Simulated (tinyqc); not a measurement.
# MOS capacitor on a p-type substrate, surface potential from the exact charge relation: what changes with what

Uniform p-type substrate, Boltzmann statistics, full ionisation, classical densities. psi is the surface potential against the body (positive when the bands bend down) and u = psi/Vt. Traps are spread evenly over the gap and neutral at flat band, so their charge is -q Dit psi; the minority quasi-Fermi level is shifted by Vb.

Inputs (values chosen for the exercise); band and dielectric values those of a made-up semiconductor:
- T = 300 K (temperature)
- Eg = 1.44 eV (band gap)
- eps_r = 12 (relative permittivity)
- Nc = 2.75e19 cm^-3 (conduction-band density of states at T)
- Nv = 2.57e19 cm^-3 (valence-band density of states at T)
- chi = 4.78 eV (electron affinity)
- N = 3.7e15 cm^-3 (acceptor density of the substrate)
- eox = 3.9 (relative permittivity of the gate insulator (close to silicon dioxide))
- tox = 3 nm (insulator thickness)
- phiM = 6.07 eV (gate work function)
- Nf = 0 cm^-2 (fixed charge at the interface, in units of q)
- Dit = 0 cm^-2 eV^-1 (density of interface traps)
- Vb = 1.6 V (reverse bias of the inversion layer against the body)

Constants: q = 1.602176634e-19 C, kB = 1.380649e-23 J/K, Vt = kB T/q, eps0 = 8.8541878128e-14 F/cm where lengths are in cm. Results are converted to the units shown.

Each table varies one quantity; the others keep the values above.

## Capacitance-voltage curves

ni = sqrt(Nc Nv) exp(-Eg/(2 Vt)), Eg in volts; phiF = Vt ln(N/ni); Cox = eps0 eox/tox; Vfb = phiM - chi - (Eg - Vt ln(Nv/N)) - q Nf/Cox; Q0 = sqrt(2 eps0 eps_r q N Vt); r = (ni/N)^2 exp(-Vb/Vt); VT = Vfb + [(2 phiF + Vb)(1 + q Dit/Cox) + sqrt(2 eps0 eps_r q N (2 phiF + Vb))/Cox]. u = psi/Vt; F^2 = exp(-u) + u - 1 + r (exp(u) - u - 1); Qs = -sign(u) Q0 F; Cs = -dQs/dpsi = (Q0/Vt) |1 - exp(-u) + r (exp(u) - 1)|/(2 F). psi solves Vg = Vfb + psi + (q Dit psi - Qs)/Cox. Low frequency: 1/C_LF = 1/Cox + 1/(Cs + q Dit). High frequency, in the simple estimate in which traps and minority carriers do not follow: 1/C_HF = 1/Cox + 1/Cd, Cd being Cs with r = 0 at the same psi. Deep depletion: r = 0 and Dit = 0 both in the equation for psi and in Cs. Minority sheet density N_inv = (Q0/(2 q)) int_0^u r (exp(t) - 1)/F(t) dt for u > 0. N_inv under 1 cm^-2 is printed as 0. Regimes: accumulation when majority carriers gather, then depletion up to |psi| = phiF + Vb, weak inversion up to 2 phiF + Vb, strong inversion beyond.

Capacitance-voltage curves:
```
Vg (V),psi (V),C_LF/Cox,C_HF/Cox,C_deep/Cox,N_inv (cm^-2),regime
-0.48,-0.2187,0.8682,0.8682,0.8682,0,accumulation
-0.06,-0.1036,0.4228,0.4228,0.4228,0,accumulation
0.36,0.2662,0.03049,0.03049,0.03049,0,depletion
0.77,0.6666,0.01890,0.01890,0.01890,0,depletion
1.19,1.080,0.01480,0.01480,0.01480,0,depletion
1.6,1.484,0.01261,0.01261,0.01261,0,depletion
2.02,1.899,0.01114,0.01114,0.01114,0,depletion
2.44,2.315,0.01009,0.01009,0.01009,6.417e4,weak inversion
2.85,2.700,0.4071,0.009339,0.009304,1.484e11,strong inversion
3.27,2.806,0.8799,0.009163,0.008665,2.407e12,strong inversion
3.69,2.842,0.9368,0.009104,0.008142,5.165e12,strong inversion
4.1,2.863,0.9572,0.009070,0.007713,7.958e12,strong inversion
```

What does the table show?

C_LF/Cox is lowest, 0.0101, at Vg = 2.44 V (weak inversion) among the rows listed and is 0.957 in the last row, where C_HF/Cox is 0.00907 and the deep-depletion value 0.00771. Vfb = 0.0787 V, where C_HF/Cox = 0.119 (Cox in series with eps0 eps_r/LD), and VT = 2.71 V. Over the last two rows psi moves by only 0.052 V a volt of gate bias, since the inversion charge screens the body. In strong accumulation and inversion degeneracy and confinement, left out here, lower the capacitance.

## Effect of the fixed charge at the interface on threshold and swing

ni = sqrt(Nc Nv) exp(-Eg/(2 Vt)), Eg in volts; phiF = Vt ln(N/ni); Cox = eps0 eox/tox; Vfb = phiM - chi - (Eg - Vt ln(Nv/N)) - q Nf/Cox; VT = Vfb + [(2 phiF + Vb)(1 + q Dit/Cox) + sqrt(2 eps0 eps_r q N (2 phiF + Vb))/Cox]. gamma = sqrt(2 eps0 eps_r q N)/Cox; Wm = sqrt(2 eps0 eps_r (2 phiF + Vb)/(q N)); m = 1 + (eps0 eps_r/Wm + q Dit)/Cox; swing m Vt ln 10; Cmin/Cox = 1/(1 + Cox Wm/(eps0 eps_r)).

The same in every row: 2 phiF (V) = 0.9809; gamma (V^0.5) = 0.03084; Wm (nm) = 961.9; m = 1.010; swing (mV/decade) = 60.10; Cmin/Cox = 0.009506.

Effect of the fixed charge at the interface on threshold and swing:
```
Nf (cm^-2),Vfb (V),VT (V)
-4e11,0.1344,2.765
-2e11,0.1065,2.737
0,0.07868,2.709
2e11,0.05085,2.681
4e11,0.02301,2.653
6e11,-0.004831,2.626
8e11,-0.03267,2.598
```

What does the comparison show?

As Nf goes from -4e11 to 8e11, VT falls from 2.76 to 2.60 V, the swing stays at 60.1 mV/decade and Cmin/Cox stays at 0.00951. The whole change of VT is that of Vfb: the curve shifts rigidly.

## Effect of the relative permittivity of the gate insulator on threshold and swing

Same model as above.

The same in every row: Vfb (V) = 0.07868; 2 phiF (V) = 0.9809; Wm (nm) = 961.9.

Effect of the relative permittivity of the gate insulator on threshold and swing:
```
eox,gamma (V^0.5),VT (V),m,swing (mV/decade),Cmin/Cox
3.9,0.03084,2.709,1.010,60.10,0.009506
5,0.02405,2.698,1.007,59.97,0.007430
7.5,0.01603,2.685,1.005,59.82,0.004966
9,0.01336,2.681,1.004,59.77,0.004141
15,0.008017,2.672,1.002,59.67,0.002489
22,0.005466,2.668,1.002,59.63,0.001698
30,0.004009,2.666,1.001,59.60,0.001246
```

What does the comparison show?

As eox goes from 3.9 to 30, VT falls from 2.71 to 2.67 V, the swing falls from 60.1 to 59.6 mV/decade and Cmin/Cox falls from 0.00951 to 0.00125. Vfb does not move. m - 1 goes as eox^(-1.00), that is as 1/Cox.

Program tinyqc, `OMP_NUM_THREADS=1 python tinyqc.py 2060085 2060086 out.jsonl`; Intel Xeon 2.30GHz, shared host, one thread, about 0.01 s.
